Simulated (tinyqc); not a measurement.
Inside a calculation. Method: MP2 on RHF in the 6-31g basis, for H2, spin multiplicity 1. Computed by tinyqc, a small Python program that keeps every step (integrals from PySCF). Settings: charge = 0, multiplicity = 1, basis = 6-31g, method = RHF, energy threshold = 1e-10, iteration cap = 59, orthogonalisation = symmetric, start = atomic densities, DIIS depth = 6. Command: `OMP_NUM_THREADS=1 python tinyqc.py 31797 31798 out.jsonl` (the two numbers bound the seeds that draw the settings). One thread of a shared host (Intel(R) Xeon(R) Processor @ 2.60GHz), about 0.07 s of CPU time with the checks. The early iterations of the SCF are left out here.

## One-electron integrals

Geometry (angstrom):
```
atom,x,y,z
H,0.0000,0.0000,0.0000
H,0.0000,0.0000,0.6840
```

Basis 6-31g: exponents (1/bohr^2) and contraction coefficients of normalised primitives:
```
element,l (shell),exponent,coefficient
H,s (1),18.7311,0.0335
H,s (1),2.8254,0.2347
H,s (1),0.6401,0.8138
H,s (2),0.1613,1.0000
```

Overlap, kinetic and nuclear-attraction integrals over the contracted functions; the nuclear repulsion is the sum of Za Zb / Rab.

nuclear repulsion = 0.773651 hartree

overlap S, lower triangle:
```
,1H 1s,1H 2s,2H 1s,2H 2s
1H 1s,1.0000
1H 2s,0.6583,1.0000
2H 1s,0.5066,0.5285,1.0000
2H 2s,0.5285,0.8740,0.6583,1.0000
```

kinetic energy T (hartree), lower triangle:
```
,1H 1s,1H 2s,2H 1s,2H 2s
1H 1s,1.3957
1H 2s,0.2597,0.2419
2H 1s,0.2992,0.1778,1.3957
2H 2s,0.1778,0.1924,0.2597,0.2419
```

nuclear attraction V (hartree), lower triangle:
```
,1H 1s,1H 2s,2H 1s,2H 2s
1H 1s,-2.4070
1H 2s,-1.2055,-1.1830
2H 1s,-1.1973,-1.0005,-2.4070
2H 2s,-1.0005,-1.0718,-1.2055,-1.1830
```

core Hamiltonian H = T + V (hartree), lower triangle:
```
,1H 1s,1H 2s,2H 1s,2H 2s
1H 1s,-1.0113
1H 2s,-0.9458,-0.9411
2H 1s,-0.8981,-0.8227,-1.0113
2H 2s,-0.8227,-0.8794,-0.9458,-0.9411
```

## Two-electron integrals

Functions are numbered as in S; the eight-fold symmetry (ij|kl) = (ji|kl) = (kl|ij) leaves the list below.

Two-electron integrals (ij|kl) in chemists' order, unique and non-zero (hartree):
```
i,j,k,l,(ij|kl)
1,1,1,1,1.0766
2,1,1,1,0.5785
2,1,2,1,0.3294
2,2,1,1,0.5874
2,2,2,1,0.3613
2,2,2,2,0.4532
3,1,1,1,0.4636
3,1,2,1,0.2623
3,1,2,2,0.2835
3,1,3,1,0.2504
3,2,1,1,0.3714
3,2,2,1,0.2235
3,2,2,2,0.2660
3,2,3,1,0.2191
3,2,3,2,0.2114
3,3,1,1,0.6988
3,3,2,1,0.4254
3,3,2,2,0.5094
3,3,3,1,0.4636
3,3,3,2,0.4586
3,3,3,3,1.0766
4,1,1,1,0.4586
4,1,2,1,0.2619
4,1,2,2,0.2886
4,1,3,1,0.2191
4,1,3,2,0.1900
4,1,3,3,0.3714
4,1,4,1,0.2114
4,2,1,1,0.4946
4,2,2,1,0.3056
4,2,2,2,0.3873
4,2,3,1,0.2569
4,2,3,2,0.2499
4,2,3,3,0.4946
4,2,4,1,0.2499
4,2,4,2,0.3461
4,3,1,1,0.4254
4,3,2,1,0.2602
4,3,2,2,0.3187
4,3,3,1,0.2623
4,3,3,2,0.2619
4,3,3,3,0.5785
4,3,4,1,0.2235
4,3,4,2,0.3056
4,3,4,3,0.3294
4,4,1,1,0.5094
4,4,2,1,0.3187
4,4,2,2,0.4155
4,4,3,1,0.2835
4,4,3,2,0.2886
4,4,3,3,0.5874
4,4,4,1,0.2660
4,4,4,2,0.3873
4,4,4,3,0.3613
4,4,4,4,0.4532
```

## Orthogonalisation

S = U s U^T; symmetric (Loewdin) form X = U s^(-1/2) U^T, so that X^T S X = 1.

eigenvalues of S: 0.0848  0.4894  0.5346  2.8912

X, lower triangle:
```
,1H 1s,1H 2s,2H 1s,2H 2s
1H 1s,1.3151
1H 2s,-0.5060,2.0945
2H 1s,-0.2420,0.0903,1.3151
2H 2s,0.0903,-1.1501,-0.5060,2.0945
```

## Iteration 5 (converged): orbitals

converged F (hartree), lower triangle:
```
,1H 1s,1H 2s,2H 1s,2H 2s
1H 1s,-0.0771
1H 2s,-0.5260,-0.3404
2H 1s,-0.5915,-0.5356,-0.0771
2H 2s,-0.5356,-0.3737,-0.5260,-0.3404
```

Diagonalise F' = X^T F X, C = X C', fill 1 alpha and 1 beta electrons from the bottom; D = 2 C_occ C_occ^T. Each column has its largest component positive (the first on a tie).

F' = X^T F X (hartree), lower triangle:
```
,1,2,3,4
1,0.6476
2,-0.5854,0.2887
3,-0.5938,-0.0953,0.6476
4,-0.0953,-0.2077,-0.5854,0.2887
```

orbital energies (hartree): MO1 -0.6134, MO2 0.2533, MO3 0.7482, MO4 1.4845

coefficients C:
```
,MO1,MO2,MO3,MO4
1H 1s,0.3361,0.1115,0.7411,-1.1738
1H 2s,0.2576,1.8679,-0.6827,1.3973
2H 1s,0.3361,-0.1115,0.7411,1.1738
2H 2s,0.2576,-1.8679,-0.6827,-1.3973
```

D after iteration 5, lower triangle:
```
,1H 1s,1H 2s,2H 1s,2H 2s
1H 1s,0.2259
1H 2s,0.1731,0.1327
2H 1s,0.2259,0.1731,0.2259
2H 2s,0.1731,0.1327,0.1731,0.1327
```

## Convergence

Stop when the energy changes by less than 1e-10 hartree and every element of the error matrix X^T (F D S - S D F) X is below 3e-06.

Course of the cycle:
```
iteration,E (hartree),change,largest element of the error matrix
1,-0.815921,-,1.38e-01
2,-1.124309,-3.08e-01,2.16e-02
3,-1.125108,-7.99e-04,5.10e-04
4,-1.125109,-4.48e-07,5.73e-07
5,-1.125109,-4.31e-13,2.80e-07
```

PySCF RHF in the same basis = -1.125109 hartree

Converged in 5 iterations.

## Integrals over molecular orbitals

(pq|rs) = sum C_ip C_jq C_kr C_ls (ij|kl), one index at a time.

one-electron integrals over orbitals h = C^T H C (hartree), lower triangle:
```
,1,2,3,4
1,-1.2853
2,0.0000,-0.5362
3,-0.1746,0.0000,-0.2154
4,0.0000,0.2087,0.0000,0.2546
```

Two-electron integrals over orbitals (pq|rs), unique and non-zero (hartree):
```
p,q,r,s,(pq|rs)
1,1,1,1,0.6719
2,1,2,1,0.0739
2,2,1,1,0.4317
2,2,2,2,0.3830
3,1,1,1,0.1746
3,1,2,2,0.0460
3,1,3,1,0.1121
3,2,2,1,-0.0238
3,2,3,2,0.0377
3,3,1,1,0.5378
3,3,2,2,0.3776
3,3,3,1,0.1193
3,3,3,3,0.4616
4,1,2,1,-0.0779
4,1,3,2,-0.0155
4,1,4,1,0.1436
4,2,1,1,-0.1433
4,2,2,2,-0.0511
4,2,3,1,-0.0703
4,2,3,3,-0.0934
4,2,4,2,0.0635
4,3,2,1,-0.0750
4,3,3,2,0.0026
4,3,4,1,0.1207
4,3,4,3,0.1171
4,4,1,1,0.6867
4,4,2,2,0.4403
4,4,3,1,0.2078
4,4,3,3,0.5561
4,4,4,2,-0.1669
4,4,4,4,0.7668
```

## Second-order Moller-Plesset energy

Hartree-Fock energy = -1.125109 hartree

E2 = sum_ijab (ia|jb) [2 (ia|jb) - (ib|ja)] / (e_i + e_j - e_a - e_b) over occupied i, j and virtual a, b; the opposite-spin part is (ia|jb)^2 / denominator, the rest is same-spin, and SCS-MP2 scales them by 6/5 and 1/3.

Terms:
```
i,j,a,b,(ia|jb),(ib|ja),denominator,term
1,1,4,4,0.1436,0.1436,-4.1958,-0.0049
1,1,3,3,0.1121,0.1121,-2.7233,-0.0046
1,1,2,2,0.0739,0.0739,-1.7333,-0.0031
1,1,2,4,-0.0779,-0.0779,-2.9646,-0.0020
1,1,4,2,-0.0779,-0.0779,-2.9646,-0.0020
```

Pair energies (hartree; pair i-j sums ij and ji):
```
pair,opposite spin,same spin
1-1,-0.0168,0
```

MP2 correlation energy = -0.016772 hartree

SCS-MP2 correlation energy = -0.020126 hartree

MP2 total energy = -1.141881 hartree
